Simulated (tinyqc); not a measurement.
Planar ballistic transistor, top-of-the-barrier model: one step of the calculation.

At the top of the source barrier, states moving towards the drain are filled by the source (Fermi level 0) and states moving back by the drain (Fermi level -q Vd); nothing scatters. U is the shift of the band edge there, set by the capacitances CG, CD and CS (the total) and by the charge. Parabolic two-dimensional band; the source is grounded.

Task. Density of states, capacitances and charge at zero bias. N0 = gv m kB T/(pi hbar^2), CG = eps0 eox/tox, vT = sqrt(2 kB T/(pi m)), CS = CG/aG, n0 = n at U = 0 and Vd = 0. eta1 = -(E0 + U)/Vt, eta2 = eta1 - Vd/Vt, n = (N0/2)[F_0(eta1) + F_0(eta2)], F_0(x) = ln(1 + exp x). UL = -(aG Vg + aD Vd).

Values chosen for this exercise; mass and valleys close to those of germanium:
- T = 200 K (temperature)
- m = 0.116 m0 (effective mass)
- gv = 4 (valley degeneracy)
- eox = 9 (relative permittivity of the gate insulator)
- tox = 1.5 nm (insulator thickness)
- aG = 0.82 (gate control CG/CS)
- aD = 0.107 (drain control CD/CS)
- E0 = 0.35 eV (band edge at the barrier top above the source Fermi level at zero bias)
- Vg = 0.56 V (gate voltage)
- Vd = 0.05 V (drain voltage)

Constants: q = 1.602176634e-19 C, kB = 1.380649e-23 J/K, hbar = 1.054571817e-34 J s, m0 = 9.1093837015e-31 kg, Vt = kB T/q, eps0 = 8.8541878128e-14 F/cm where lengths are in cm. Results are converted to the units shown.

Find: N0; CG; CS; n0; UL.

Result.

N0 = 3.341e12 cm^-2
CG = 5.313 uF/cm^2
CS = 6.479 uF/cm^2
n0 = 5061 cm^-2
UL = -0.4646 eV

Computed by the program tinyqc: `OMP_NUM_THREADS=1 python tinyqc.py 2400062 2400063 out.jsonl`, one thread of a shared Intel Xeon 2.30GHz, about 0.01 s for the whole run.
